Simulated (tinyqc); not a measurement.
Temperature series and Richardson plot: current of a Schottky diode by thermionic-emission-diffusion theory, and its read-back from I-V-T and C-V data. Computed by tinyqc, a small Python program. Command: `OMP_NUM_THREADS=1 python tinyqc.py 3024887 3024888 out.jsonl schottky walk`. One thread of a shared host (Intel(R) Xeon(R) Processor @ 2.30GHz), about 0.01 s of CPU time with the checks.

Full ionisation, no tunnelling, no recombination current. V is the voltage across the junction itself, forward positive.

Inputs (values chosen for the exercise, modelled on n-type GaN):

| quantity | value | unit |
|---|---|---|
| Richardson constant A* | 25.7 | A/(cm^2 K^2) |
| effective density of states at 300 K, N_c | 2.3e+18 | 1/cm^3 |
| permittivity eps | 9.7 | - |
| mobility mu | 870 | cm^2/(V s) |
| barrier without image force phi_0 | 1.07 | eV |
| doping N | 1.3e+17 | 1/cm^3 |
| junction voltage V | 0.39 | V |

Barrier: uniform.

Constants: k_B = 8.617333262e-05 eV/K; e = 1.602176634e-19 C; eps_0 = 8.8541878128e-12 F/m.

Method:
- N_c(T) = N_c (T/300 K)^(3/2); V_bi = phi_0 - (k_B T/e) ln(N_c(T)/N); surface field F = sqrt(2 e N (V_bi - V - k_B T/e)/(eps eps_0)); image lowering d_phi = sqrt(e F/(4 pi eps eps_0)); effective barrier phi = phi_0 - d_phi.
- Collection velocity v_R = A* T^2/(e N_c(T)); diffusion velocity v_D = mu F; J = e N_c(T) v_R/(1 + v_R/v_D) exp(-phi/k_B T) [exp(e V/k_B T) - 1].
- Ideality n = (e/k_B T)/(d ln J/dV) by a central difference of +/- 1 mV; J_0 = J exp(-e V/(n k_B T)); apparent barrier phi_IV = k_B T ln(A* T^2/J_0); a C-V plot gives phi_CV = phi_0, the mean without lowering.
- A least-squares line of ln(J_0/T^2) against 1/(k_B T) gives a barrier (minus the slope) and a Richardson constant (exp of the intercept).

At the same junction voltage:

| T (K) | 1/k_B T (1/eV) | n | J_0 (A/cm^2) | phi_IV (eV) | ln(J_0/T^2) |
|---|---|---|---|---|---|
| 200 | 58.023 | 1.0213 | 3.3095e-20 | 1.0116 | -55.452 |
| 250 | 46.418 | 1.0220 | 6.3711e-15 | 1.0120 | -43.730 |
| 300 | 38.682 | 1.0229 | 2.2691e-11 | 1.0124 | -35.917 |
| 350 | 33.156 | 1.0240 | 8.1877e-09 | 1.0129 | -30.337 |
| 400 | 29.011 | 1.0252 | 7.0217e-07 | 1.0133 | -26.152 |
| 450 | 25.788 | 1.0265 | 2.3013e-05 | 1.0138 | -22.898 |

barrier from the Richardson plot = 1.0099 eV

Richardson constant from the plot = 23.258 A/(cm^2 K^2)

What does the comparison show, and why?

From 200 to 450 K n goes from 1.021 to 1.027 and phi_IV from 1.012 to 1.014 eV. The plot returns 1.010 eV against phi_0 = 1.07 and a constant 0.905 times the true A*.

Extremes, crossings and ranges named in words are read from the listed rows.
